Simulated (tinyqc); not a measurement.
# Punch-through p+-n junction, ionisation integral and breakdown, step by step

Computed by the program tinyqc: `OMP_NUM_THREADS=1 python tinyqc.py 2120032 2120033 out.jsonl`, one thread of a shared Intel Xeon 2.30GHz, about 0.1 s for the whole run. Printed values are rounded.

A p+ layer at x < 0 and an n drift layer from x = 0 to L on an n+ substrate. Depletion approximation, built-in voltage neglected. Local ionisation coefficients alpha_n = an exp(-(bn/E)^mx), alpha_p = ap exp(-(bp/E)^mx). Electrons move towards +x, holes towards x = 0.

Parameters, values chosen for the exercise; material values close to those of 4H silicon carbide:
```
symbol,value,unit,meaning
eps_r,9.65,,relative permittivity
an,1.69e8,1/cm,prefactor of the electron ionisation coefficient
bn,3.19e7,V/cm,field constant for electrons
ap,3.48e8,1/cm,prefactor of the hole ionisation coefficient
bp,2.39e7,V/cm,field constant for holes
mx,1,,exponent
N,1.6e16,cm^-3,donor density of the drift layer
L,2.9,um,thickness of the drift layer
V,474,V,reverse voltage
fr,1,,share of the depleted width that the grid covers
```

Constants: q = 1.602176634e-19 C, eps0 = 8.8541878128e-14 F/cm where lengths are in cm. Results are converted to the units shown.

## Field and ionisation coefficients on a grid

W = sqrt(2 eps0 eps_r V/(q N)), peak field E0 = q N W/(eps0 eps_r), falling linearly to 0 at W; if W > L the layer is punched through: W = L, E0 = V/L + q N L/(2 eps0 eps_r), falling linearly to E1 = V/L - q N L/(2 eps0 eps_r). Grid: 11 equal steps from 0 to fr W.

W = 2.9 um

```
point	x (um)	E (kV/cm)	alpha_n (1/cm)	alpha_p (1/cm)
0	0.00000	2069.52	34.1641	3358.06
1	0.26364	1990.42	18.5160	2122.16
2	0.52727	1911.32	9.53902	1291.14
3	0.79091	1832.23	4.64079	752.548
4	1.05455	1753.13	2.11565	417.773
5	1.31818	1674.03	0.895486	219.379
6	1.58182	1594.93	0.348048	108.069
7	1.84545	1515.84	0.122571	49.4445
8	2.10909	1436.74	0.0384796	20.7560
9	2.37273	1357.64	0.0105547	7.87490
10	2.63636	1278.55	0.00246689	2.65014
11	2.90000	1199.45	4.75986e-4	0.772524
```

## Ionisation integrals by the trapezoid rule

G(x) = integral from 0 to x of (alpha_n - alpha_p); I_n = integral of alpha_n exp(-G) (electrons injected at x = 0), I_p = integral of alpha_p exp(G(end) - G) (holes injected at the far edge); M = 1/(1 - I). All integrals by the trapezoid rule on the grid.

```
point	G	alpha_n exp(-G) (1/cm)
0	0.000000	34.1641
1	-0.071545	19.8892
2	-0.116169	10.7141
3	-0.142921	5.3538
4	-0.158259	2.4784
5	-0.166618	1.0578
6	-0.170918	0.4129
7	-0.172988	0.1457
8	-0.173911	0.0458
9	-0.174288	0.0126
10	-0.174427	0.0029
11	-0.174472	0.0006
```

I_n = 0.00150789
I_p = 0.160540
M_n = 1.00151
M_p = 1.19124

A grid of 1500 steps over the whole width gives I_n = 0.001469 and I_p = 0.1586; the coarse I_n is 2.7 % above and the coarse I_p 1.2 % above those values. Holes multiply more: on this coarse grid M - 1 is 127 times as large for them.

## Breakdown voltage by secant steps

G(x) = integral from 0 to x of (alpha_n - alpha_p); I_n = integral of alpha_n exp(-G) (electrons injected at x = 0), I_p = integral of alpha_p exp(G(end) - G) (holes injected at the far edge); M = 1/(1 - I). Secant steps on ln I_n(V) = 0 with the integrals on a fine grid (1500 steps), from the points V = 502 and 621 V; stop when the step is below 1e-7 of V.

Course of the iteration:
```
step	V (V)	I_n	change of V (V)
1	621	0.157823	57.2
2	678.216	3.50579	-23.1
3	655.068	0.817106	3.21
4	658.279	0.981069	0.336
5	658.614	1.00033	-5.66e-3
6	658.609	0.999999	9.01e-6
```

Breakdown at 658.61 V, with a peak field of 2706 kV/cm and W = 2.900 um. The integral for holes reaches 1 at the same voltage.
